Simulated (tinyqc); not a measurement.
Three voltage laws: time-dependent dielectric breakdown: cell percolation, Weibull statistics, area scaling and voltage extrapolation. Computed by tinyqc, a small Python program. Command: `OMP_NUM_THREADS=1 python tinyqc.py 3019093 3019094 out.jsonl tddb walk`. One thread of a shared host (Intel(R) Xeon(R) Processor @ 2.30GHz), about 0.01 s of CPU time with the checks.

The oxide is divided into columns of area a^2, each holding m = t_ox/a cells (m is taken as continuous). A share lambda(t) = (t/t_1)^alpha of the cells is defective, and a column whose cells are all defective breaks down.

Inputs (values chosen for the exercise, for a model gate oxide):
```
quantity                                                 value  unit
oxide thickness t_ox                                       3.1    nm
defect cell size a                                         1.4    nm
exponent alpha of defect growth                            0.9     -
time t_1 at which the occupied share would reach 1       95000     s
test area A                                                 10  um^2
product area A_u                                         5e+06  um^2
stress voltage V                                          3.79     V
use voltage V_u                                              2     V
local exponent n = -d ln t/d ln V at the stress voltage     29     -
activation energy E_a                                     0.78    eV
stress temperature T                                       150     C
use temperature T_u                                        100     C
allowed failure fraction F                                0.01     -
```

Voltage law used: E.

Constants: k_B = 8.617333262e-05 eV/K.

Method:
- Failure fraction F = 1 - (1 - lambda^m)^N with N = A/a^2 columns, which for small lambda^m is 1 - exp(-(t/t63)^beta) with beta = alpha m and t63 = t_1 N^(-1/beta); critical share lambda(t63) = N^(-1/m). 1 um^2 = 1e6 nm^2.
- All three voltage laws share the slope n at the stress voltage. Factor t(V_u)/t(V): E law exp(n (1 - V_u/V)); 1/E law exp(n (V/V_u - 1)); power law (V/V_u)^n.
- Temperatures in kelvin are T(C) + 273.15.
- Temperature factor exp[(E_a/k_B)(1/T_u - 1/T)]; area factor (A/A_u)^(1/beta); percentile factor (-ln(1 - F))^(1/beta); life = t63 x all four; 1 year = 3.15576e7 s.
- Life = t63 x voltage, temperature, area and percentile factors, the last three as above.

projected life = 0.00277766 years

voltage factor = 887861

Log10 of the life in years:
```
V_u/V  V_u (V)    E law  1/E law  power law
1.00    3.7900  -8.5047   -8.505    -8.5047
0.95    3.6005  -7.8749   -7.842    -7.8587
0.90    3.4110  -7.2452   -7.105    -7.1777
0.80    3.0320  -5.9858   -5.356    -5.6943
0.70    2.6530  -4.7263   -3.107    -4.0125
0.60    2.2740  -3.4668   -0.108    -2.0711
0.50    1.8950  -2.2074    4.090     0.2252
0.40    1.5160  -0.9479   10.387     3.0356
```

At V_u/V = 0.9 the laws differ by 0.14 decades at most, and at 0.5 by 6.3. The E law is the most cautious and the 1/E law the most hopeful. Ten years are reached at V_u/V = 0.245 (E), 0.570 (1/E), 0.470 (power). Caution: t_1 is an input here; in a real oxide it changes with thickness at fixed voltage. Caution: the rows at low voltage extrapolate over many decades and cannot be tested.
